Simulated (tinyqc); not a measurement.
# Ideality, saturation current and resistance from three points

Inverse problem. Well above the saturation current a diode obeys V = n Vt ln(I/I0) + I Rs. Find n, Rs and I0.

Parameters, values chosen for the exercise:
```
symbol,value,unit,meaning
T,293,K,temperature
```

Constants: q = 1.602176634e-19 C, kB = 1.380649e-23 J/K, Vt = kB T/q. Results are converted to the units shown.

currents (A): [6e-6, 0.0001, 0.01]
voltages (V): [0.34911831, 0.46169233, 0.68104677]

Solution. V is linear in the three unknowns n Vt, Rs and -n Vt ln I0, so three points give a linear system.

n = 1.580
Rs = 3.600 ohm
I0 = 9.500e-10 A

Numbers from tinyqc (`OMP_NUM_THREADS=1 python tinyqc.py 2260045 2260046 out.jsonl`; about 0.01 s on one thread of a shared Intel Xeon 2.30GHz).
